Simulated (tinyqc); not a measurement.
Plane-wave Kohn-Sham cycle with exchange-only LDA in a layered model solid, step by step. Computed by tinyqc, a small Python program that keeps every step. Settings: points = 16, plane-wave index or count = 3, electrons = 2, k points = 1, area = 25.0, mixing = 0.1, iteration cap = 72, Kerker q0 = 1.48. Command: `OMP_NUM_THREADS=1 python tinyqc.py 31633 31634 out.jsonl` (the two numbers bound the seeds that draw the settings). One thread of a shared host (Intel(R) Xeon(R) Processor @ 2.60GHz), about 0.02 s of CPU time with the checks. Later iterations appear only in the table of the cycle.

## Iteration 1: potential

A solid whose potential varies along x alone (atomic units):
```
parameter                      value
period a                    8.300000
cross-section of the cell  25.000000
electrons per cell                 2
grid points                       16
plane waves -n..n, n               3
k points                           1
V1 in V1 cos(2 pi x/a)     -0.480000
```

density at the start, on the grid x_j = j a/N (e/bohr^3): [0.00963855, 0.00963855, 0.00963855, 0.00963855, 0.00963855, 0.00963855, 0.00963855, 0.00963855, 0.00963855, 0.00963855, 0.00963855, 0.00963855, 0.00963855, 0.00963855, 0.00963855, 0.00963855]

V_H(G) = 4 pi rho(G)/G^2 for G != 0 (uniform background); v_x = -(3 rho/pi)^(1/3); V = V_ext + V_H + v_x; Fourier components f(G_m) = (1/N) sum_j f(x_j) exp(-i G_m x_j).

Potentials on the grid (hartree):
```
x             V_ext       V_H        v_x          V
0.000000  -0.480000  0.000000  -0.209569  -0.689569
0.518750  -0.443462  0.000000  -0.209569  -0.653032
1.037500  -0.339411  0.000000  -0.209569  -0.548981
1.556250  -0.183688  0.000000  -0.209569  -0.393257
2.075000          0  0.000000  -0.209569  -0.209569
2.593750   0.183688  0.000000  -0.209569  -0.025881
3.112500   0.339411  0.000000  -0.209569   0.129842
3.631250   0.443462  0.000000  -0.209569   0.233893
4.150000   0.480000  0.000000  -0.209569   0.270431
4.668750   0.443462  0.000000  -0.209569   0.233893
5.187500   0.339411  0.000000  -0.209569   0.129842
5.706250   0.183688  0.000000  -0.209569  -0.025881
6.225000          0  0.000000  -0.209569  -0.209569
6.743750  -0.183688  0.000000  -0.209569  -0.393257
7.262500  -0.339411  0.000000  -0.209569  -0.548981
7.781250  -0.443462  0.000000  -0.209569  -0.653032
```

V(G_m), m = 0, 1, 2, ... (hartree): [-0.209569, -0.240000, 0.000000, 0.000000, 0.000000, 0.000000, 0.000000]

## Iteration 1: Hamiltonian at one k

k = 0.000000 2 pi / a

H(m,m') = (k + G_m)^2/2 delta + V(G_m - G_m'), with V(-G) = V(G).

H (hartree), order -3, -2, -1, +0, +1, +2, +3:
$$\begin{pmatrix}
2.369221 & -0.240000 & 0.000000 & 0.000000 & 0.000000 & 0.000000 & 0.000000 \\
-0.240000 & 0.936560 & -0.240000 & 0.000000 & 0.000000 & 0.000000 & 0.000000 \\
0.000000 & -0.240000 & 0.076963 & -0.240000 & 0.000000 & 0.000000 & 0.000000 \\
0.000000 & 0.000000 & -0.240000 & -0.209569 & -0.240000 & 0.000000 & 0.000000 \\
0.000000 & 0.000000 & 0.000000 & -0.240000 & 0.076963 & -0.240000 & 0.000000 \\
0.000000 & 0.000000 & 0.000000 & 0.000000 & -0.240000 & 0.936560 & -0.240000 \\
0.000000 & 0.000000 & 0.000000 & 0.000000 & 0.000000 & -0.240000 & 2.369221
\end{pmatrix}$$

## Iteration 1: levels at that k

Diagonalise the Hermitian matrix.

eigenvalues (hartree): [-0.448138, 0.012907, 0.244231, 0.960830, 0.968061, 2.409007, 2.409020]

## Iteration 1: new density

Motion across x is left out: the lowest 1 band(s) hold two electrons at each of the k points (j + 1/2)/nk - 1/2. Residual R = rho(out) - rho(in); rho(new) = rho(in) + 0.1 R, with R(G) scaled by G^2/(G^2 + 1.48^2) (Kerker). rho(out) = 2/(a A nk) sum |psi|^2 with psi = sum c exp(i G x). Harris energy E = band energy - dV sum rho (V_H/2 + v_x) + (3/4) dV sum rho v_x with rho(in), dV = a A/N, band energy = (2/nk) sum of the filled levels.

rho(out) (e/bohr^3): [0.03045223, 0.02677529, 0.01828838, 0.00986561, 0.00434746, 0.00165896, 0.00060435, 0.00025435, 0.00017583, 0.00025435, 0.00060435, 0.00165896, 0.00434746, 0.00986561, 0.01828838, 0.02677529]

density after iteration 1 (e/bohr^3): [0.01031381, 0.01013592, 0.00976016, 0.00946706, 0.00937365, 0.00941366, 0.00948593, 0.00953758, 0.00955517, 0.00953758, 0.00948593, 0.00941366, 0.00937365, 0.00946706, 0.00976016, 0.01013592]

energy per cell = -0.79149122 hartree

## Iteration 2: potential

As before.

Potentials on the grid (hartree):
```
x             V_ext        V_H        v_x          V
0.000000  -0.480000   0.008067  -0.214353  -0.686286
0.518750  -0.443462   0.006978  -0.213114  -0.649598
1.037500  -0.339411   0.004265  -0.210447  -0.545593
1.556250  -0.183688   0.001114  -0.208319  -0.390893
2.075000          0  -0.001516  -0.207632  -0.209147
2.593750   0.183688  -0.003288  -0.207927  -0.027526
3.112500   0.339411  -0.004307  -0.208457   0.126647
3.631250   0.443462  -0.004804  -0.208835   0.229823
4.150000   0.480000  -0.004950  -0.208963   0.266086
4.668750   0.443462  -0.004804  -0.208835   0.229823
5.187500   0.339411  -0.004307  -0.208457   0.126647
5.706250   0.183688  -0.003288  -0.207927  -0.027526
6.225000          0  -0.001516  -0.207632  -0.209147
6.743750  -0.183688   0.001114  -0.208319  -0.390893
7.262500  -0.339411   0.004265  -0.210447  -0.545593
7.781250  -0.443462   0.006978  -0.213114  -0.649598
```

V(G_m), m = 0, 1, 2, ... (hartree): [-0.209549, -0.237883, -0.000239, -0.000209, -0.000038, -0.000001, 0.000001]

## Iteration 2: Hamiltonian at one k

k = 0.000000 2 pi / a

As before.

H (hartree), order -3, -2, -1, +0, +1, +2, +3:
$$\begin{pmatrix}
2.369242 & -0.237883 & -0.000239 & -0.000209 & -0.000038 & -0.000001 & 0.000001 \\
-0.237883 & 0.936581 & -0.237883 & -0.000239 & -0.000209 & -0.000038 & -0.000001 \\
-0.000239 & -0.237883 & 0.076984 & -0.237883 & -0.000239 & -0.000209 & -0.000038 \\
-0.000209 & -0.000239 & -0.237883 & -0.209549 & -0.237883 & -0.000239 & -0.000209 \\
-0.000038 & -0.000209 & -0.000239 & -0.237883 & 0.076984 & -0.237883 & -0.000239 \\
-0.000001 & -0.000038 & -0.000209 & -0.000239 & -0.237883 & 0.936581 & -0.237883 \\
0.000001 & -0.000001 & -0.000038 & -0.000209 & -0.000239 & -0.237883 & 2.369242
\end{pmatrix}$$

## Iteration 2: levels at that k

As before.

eigenvalues (hartree): [-0.445249, 0.014325, 0.242411, 0.960428, 0.967478, 2.408329, 2.408341]

## Iteration 2: new density

As before.

rho(out) (e/bohr^3): [0.03039530, 0.02673376, 0.01827963, 0.00988234, 0.00437119, 0.00167741, 0.00061536, 0.00026071, 0.00018077, 0.00026071, 0.00061536, 0.00167741, 0.00437119, 0.00988234, 0.01827963, 0.02673376]

density after iteration 2 (e/bohr^3): [0.01095857, 0.01061371, 0.00988361, 0.00931048, 0.00912301, 0.00919590, 0.00933413, 0.00943412, 0.00946836, 0.00943412, 0.00933413, 0.00919590, 0.00912301, 0.00931048, 0.00988361, 0.01061371]

energy per cell = -0.78580836 hartree

## Convergence

Stop when sqrt(dV sum R^2) is below 1e-8, dV = a A/N.

Course of the cycle:
```
iteration  E (hartree)  norm of the residual
1          -0.79149122              1.52e-01
2          -0.78580836              1.48e-01
3          -0.78027224              1.44e-01
4          -0.77489950              1.40e-01
5          -0.76970112              1.36e-01
6          -0.76468385              1.33e-01
7          -0.75985125              1.29e-01
8          -0.75520448              1.26e-01
9          -0.75074285              1.22e-01
10         -0.74646433              1.19e-01
11         -0.74236582              1.16e-01
...                ...                   ...
62         -0.66794662              3.25e-02
63         -0.66768250              3.17e-02
64         -0.66743327              3.09e-02
65         -0.66719812              3.01e-02
66         -0.66697630              2.94e-02
67         -0.66676709              2.87e-02
68         -0.66656980              2.80e-02
69         -0.66638379              2.73e-02
70         -0.66620843              2.66e-02
71         -0.66604315              2.60e-02
72         -0.66588739              2.54e-02
```

Not converged within 72 iterations: the residual falls steadily but slowly, by a factor of about 0.98 a step. Reruns (cap 100 unless said): mixing 0.5, Kerker q0 1.0: converged in 73 (E = -0.66347); mixing 0.3, Pulay depth 5: converged in 13 (E = -0.66347); the original settings with a cap of 400: not converged.
